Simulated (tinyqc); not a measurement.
Van der Pauw, Hall and four-point-probe measurements on a doped layer: two steps of the calculation.

A uniform n-type layer with sheet resistance Rs = 1/(q ns mu), point contacts, low field (mu B small).

Values chosen for this exercise: sheet density of the layer ns = 9.4e14 cm^-2; drift mobility mu = 69 cm^2/(V s); Hall factor rH = 1.1; magnetic field B = 0.5 T; current I = 50 uA; side ratio a/b of a rectangular sample with corner contacts ar = 1.29; thickness of the layer t = 28 nm.

Constants: q = 1.602176634e-19 C. Results are converted to the units shown.

Problem 1. Resistances and Hall voltage. Rs = 1/(q ns mu). For a rectangle with contacts at the corners, RA = (8 Rs/pi) sum_(k>=0) ln coth((2k + 1) pi a/(2 b)) with current along a short side b and voltage along the opposite one, RB the same with a and b exchanged; Hall voltage VH = rH B I/(q ns), negative for electrons.

Wanted: Rs; RA; RB; VH.

Solution 1.

Rs = 96.230 ohm/square
RA = 8.5195 ohm
RB = 43.359 ohm
VH = -0.018260 mV

RB/RA = 5.09; for a square both equal Rs ln 2/pi = 21.2 ohm.

Problem 2. Sheet density, mobility and bulk values. Rs = 1/z; Hall sheet density B I/(q |VH|); Hall mobility |VH|/(Rs B I); true values ns = rH times the Hall density, mu = Hall mobility/rH; bulk density ns/t, resistivity Rs t; correction factor F = Rs/[(pi/ln 2)(RA + RB)/2].

converged z = 10.391718 mS
VH = -0.018259734 mV
RA = 8.5194611 ohm
RB = 43.358573 ohm

Find: Rs; Hall sheet density; Hall mobility; ns; mu; bulk density; resistivity; F.

Solution 2.

Rs = 96.230 ohm/square
Hall sheet density = 8.5455e14 cm^-2
Hall mobility = 75.900 cm^2/(V s)
ns = 9.4000e14 cm^-2
mu = 69.000 cm^2/(V s)
bulk density = 3.3571e20 cm^-3
resistivity = 2.6945e-4 ohm cm
F = 0.81853

Computed by the program tinyqc: `OMP_NUM_THREADS=1 python tinyqc.py 2850105 2850106 out.jsonl`, one thread of a shared Intel Xeon 2.30GHz, about 0.04 s for the whole run.
